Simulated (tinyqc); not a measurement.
Penn model of the dielectric constant and Phillips ionicity: sweeps and comparisons. A value that a table varies takes the place of the one given here.

n = 32/a^3; Ep^2 = 8 pi c e2 n with c = hbar^2/2m0, e2 = e^2/(4 pi eps0); EF = c (3 pi^2 n)^(2/3); eps = 1 + (Ep/Eg)^2 S with S = 1 - Eg/(4 EF) + (Eg/(4 EF))^2/3, Eg the Penn gap. Core d shells are left out.

Phillips: bond length d = sqrt(3) a/4; homopolar gap Eh = 39.74 d^(-2.48) eV (d in angstrom); Eg^2 = Eh^2 + C^2; ionicity fi = C^2/Eg^2.

Constants: hbar^2/2m0 = 3.80998211 eV angstrom^2; e^2/(4 pi eps0) = 14.39964547 eV angstrom.

Values chosen for the exercise (out of a larger set: near those of InP; not measured data):

| symbol | value | unit | meaning |
|---|---|---|---|
| a | 5.878 | angstrom | cubic lattice constant, 32 valence electrons a cell |
| C0 | 3.31 | eV | ionic gap, held fixed |
| ei | 9.8 |  | high-frequency dielectric constant |

## Dielectric constant under pressure

The lattice constant is scaled by the factor listed; C = C0.

Results:

| factor | Eh (eV) | Eg (eV) | Ep (eV) | eps | fi |
|---|---|---|---|---|---|
| 0.94 | 4.567 | 5.641 | 16.173 | 8.296 | 0.344 |
| 0.96 | 4.335 | 5.454 | 15.670 | 8.318 | 0.368 |
| 0.98 | 4.119 | 5.284 | 15.193 | 8.321 | 0.392 |
| 0.99 | 4.016 | 5.205 | 14.964 | 8.315 | 0.404 |
| 1.00 | 3.918 | 5.129 | 14.740 | 8.304 | 0.417 |
| 1.01 | 3.822 | 5.056 | 14.521 | 8.289 | 0.429 |
| 1.02 | 3.730 | 4.987 | 14.308 | 8.270 | 0.441 |
| 1.04 | 3.554 | 4.857 | 13.898 | 8.218 | 0.464 |

d ln eps/d ln a = -0.15 around factor 1: eps rises under compression. Ep^2 goes as a^-3 and Eh^2 as a^-4.96; with C fixed Eg^2 goes as a^-2.89 at fi = 0.417, and leaving S aside the two powers balance at fi = 0.395. The slope is a difference of two powers and the model omits d shells and any change of C, so it is no prediction for a real crystal; eps from C0 (row 1.00) need not match a measured ei.

## What moves the Penn gap and the ionicity

Eg from ei; fi = 1 - (Eh/Eg)^2, printed even where negative. Each row changes one parameter from the base and keeps the others.

Results:

| case | Ep (eV) | Eg (eV) | Eh (eV) | fi |
|---|---|---|---|---|
| base | 14.740 | 4.697 | 3.918 | 0.304 |
| a = 5.996 angstrom | 14.307 | 4.557 | 3.729 | 0.330 |
| ei = 8.82 | 14.740 | 4.966 | 3.918 | 0.378 |

The largest shifts from the base row, up to three for each result and ties (the steps differ in size, so this ranks the rows, not the parameters). Ep (eV): a -0.433; unchanged at the printed digits by ei. Eg (eV): ei +0.269, a -0.140. Eh (eV): a -0.188; unchanged at the printed digits by ei. fi: ei +0.073, a +0.026. With the tabulated Phillips C of about 3.3 eV, fi would be 0.42; this model leaves out the d-shell factor.

(tinyqc, `OMP_NUM_THREADS=1 python tinyqc.py 1681279 1681280 out.jsonl`, Intel(R) Xeon(R) Processor @ 2.30GHz, 1 thread, shared host, about 0.01 s.)
